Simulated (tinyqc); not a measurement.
Inside a calculation. Model: lateral field, substrate current, probability of reaching the oxide barrier and hot-carrier lifetime of a silicon transistor (pseudo-two-dimensional and lucky-electron models). Computed by tinyqc, a small Python program that keeps every step. Command: `OMP_NUM_THREADS=1 python tinyqc.py 3012901 3012902 out.jsonl hotcar walk`. One thread of a shared host (Intel(R) Xeon(R) Processor @ 2.30GHz), about 0.01 s of CPU time with the checks. Intermediate numbers are printed to about 5 digits and carried at full precision; extremes and crossings named in words are read from the listed rows.

Local-field models: a lucky carrier gains its energy at the peak field over a path free of collisions. Voltages are magnitudes.

Inputs (values chosen for the exercise, modelled on a silicon p-channel):
```
quantity                                value                      unit
channel length L                         1000                        nm
oxide thickness t                          19                        nm
junction depth x_j                        250                        nm
mobility mu                               120                cm^2/(V s)
saturation velocity v_s                  0.72                  1e7 cm/s
threshold voltage V_T                    0.74                         V
gate voltage V_G                            7                         V
drain voltage V_D                          14                         V
ionisation prefactor A_i              8.1e+06                      1/cm
ionisation field B_i                     3.62                     MV/cm
hot-carrier mean free path lambda         4.7                        nm
oxide barrier phi_b                       4.6                        eV
interface-trap threshold phi_it           4.6                        eV
lifetime constant H                      2000  s microampere/micrometre
length of the depleted extension L_n       90                        nm
```

Drain: lightly doped extension.

Constants: eps_0 = 8.8541878128e-12 F/m.

## Saturation point and current

C_ox = 3.9 eps_0/t; F_sat = 2 v_s/mu; V_Dsat = V_ov F_sat L/(V_ov + F_sat L), V_ov = V_G - V_T; I_D/W = C_ox v_s (V_ov - V_Dsat).

F_sat = 120 kV/cm

V_Dsat = 4.1139 V

drain current I_D/W = 280.83 microampere/micrometre

## Peak lateral field

Scale length l = 0.22 t^(1/3) x_j^(1/2) (all in cm); F_m = sqrt(((V_D - V_Dsat)/l_e)^2 + F_sat^2), with l_e = l + L_n; length of the velocity-saturated region l_e ln((V_D - V_Dsat)/(l_e F_sat) + F_m/F_sat).

scale length l = 136.24 nm

peak field F_m = 453.15 kV/cm

velocity-saturated length = 453.36 nm

energy gained over one free path, e lambda F_m = 0.21298 eV

The field rises from F_sat to F_m as cosh(x/l_e), a factor 3.8, over 45 % of L.

## Hot-carrier currents and lifetime

Substrate current I_sub/I_D = (A_i/B_i)(V_D - V_Dsat) exp(-B_i/F_m); probability of reaching the oxide barrier exp(-phi_b/(e lambda F_m)); lifetime tau = (H/(I_D/W)) exp(phi_it/(e lambda F_m)).

I_sub/I_D = 0.0075060

substrate current I_sub/W = 2.1079 microampere/micrometre

probability of reaching phi_b = 4.1683e-10

lifetime tau = 1.7085e+10 s

exponent m = phi_it/(e lambda B_i) = 2.7037

Since both exponentials depend on 1/F_m, tau I_D scales about as (I_sub/I_D)^(-m) with m = 2.70, which lets I_sub serve as the monitor. The lifetime is 54.1 times ten years (3.156e8 s).

## Substrate current against gate voltage

The formulas are those given above.

At the given drain voltage:
```
V_G (V)  V_Dsat (V)  I_D/W (microampere/micrometre)  F_m (kV/cm)  I_sub/W (microampere/micrometre)     tau (s)
1.5          0.7147                             5.9       599.35                            0.4194  4.1722e+09
2.2          1.3016                            20.7       573.96                            1.0736  2.4560e+09
3.4          2.1774                            63.2       536.17                            1.9531  2.6807e+09
4.8          3.0336                           134.3       499.35                            2.3419  4.8422e+09
6.6          3.9373                           251.6       460.68                            2.1905  1.3396e+10
8.8          4.8215                           423.8       423.07                            1.6735  5.2583e+10
11.0         5.5310                           618.8       393.10                            1.1743  2.1009e+11
13.0         6.0643                           810.7       370.72                            0.8269  7.2072e+11
15.0         6.5164                          1013.3       351.87                            0.5777  2.3715e+12
```

I_sub peaks at V_G = 4.8 V, 0.34 V_D: a higher gate voltage brings more carriers but raises V_Dsat and so lowers F_m. The shortest lifetime among the rows lies at V_G = 2.2 V, below that of the largest I_sub, since tau depends more steeply on the field.

## Extrapolating accelerated tests

V_10 solves tau = 3.156e8 s at the given V_G. The extrapolation fits ln(tau) against 1/V_D at 1, 1.08, 1.16 and 1.25 times the given V_D (rounded to 3 digits) by least squares and reads off the same tau.

Stress points:
```
V_D (V)  1/V_D (1/V)     tau (s)
14.0        0.071429  1.7085e+10
15.1        0.066225  2.2403e+09
16.2        0.061728  4.1287e+08
17.5        0.057143  7.8198e+07
```

ten-year drain voltage V_10 = 16.394 V

V_10 from the 1/V_D extrapolation = 16.411 V

The extrapolation is 18 mV above the true value.

Checks made by the program: voltage drop as the integral of F_sat cosh(x/l_e) over the saturated length (relative difference below 1e-10).
